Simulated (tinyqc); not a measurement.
From results back to parameters: quantum-confined Stark effect in a modulator well. Two cases, with inputs chosen for the exercise.

Problem. The shift of E_e + E_h was computed from a hidden field.

Envelopes on cells of 0.5 angstrom over the well |z| < L/2 and 45 angstrom of barrier on each side, psi = 0 beyond, psi'/m continuous (mean mass between points), c = hbar^2/2m0. The electron sees + e F z and the hole - e F z, each with its offset in the barriers; 1 kV/cm = 1e-5 eV/angstrom. Light holes, band mixing and escape by tunnelling are left out.

Constants: hbar^2/2m0 = 3.80998211 eV angstrom^2.

Case 1.

Values chosen (near those of a Ge well in SiGe, direct gap; shifted at random, so the results belong to these values and not to a real crystal): L = 92 angstrom (well width); Vc = 0.369 eV (conduction offset); Vv = 0.108 eV (heavy-hole offset); me = 0.0417 m0 (electron, well); meb = 0.0549 m0 (electron, barrier); mh = 0.208 m0 (heavy hole along z, well); mhb = 0.22 m0 (heavy hole, barrier).

shift = -1.919 meV

Case 2.

Values chosen (near those of a Ge well in SiGe, direct gap; shifted at random, so the results belong to these values and not to a real crystal): L = 96 angstrom (well width); Vc = 0.401 eV (conduction offset); Vv = 0.108 eV (heavy-hole offset); me = 0.0421 m0 (electron, well); meb = 0.053 m0 (electron, barrier); mh = 0.213 m0 (heavy hole along z, well); mhb = 0.228 m0 (heavy hole, barrier).

shift = -2.818 meV

Find: F; local exponent d ln(shift)/d ln F.

Solution. The shift grows steadily in size with F, so bisection finds one value; its slope is -e times the separation of the carriers.

Case 1.

F = 34.0 kV/cm
local exponent d ln(shift)/d ln F = 1.97

Case 2.

F = 39.0 kV/cm
local exponent d ln(shift)/d ln F = 1.96

Computed by tinyqc, one run a case: `OMP_NUM_THREADS=1 python tinyqc.py N N+1 out.jsonl` with N = 1280987, 1281004; one thread of a shared Intel(R) Xeon(R) Processor @ 2.30GHz, about 0.2 s a run at most.
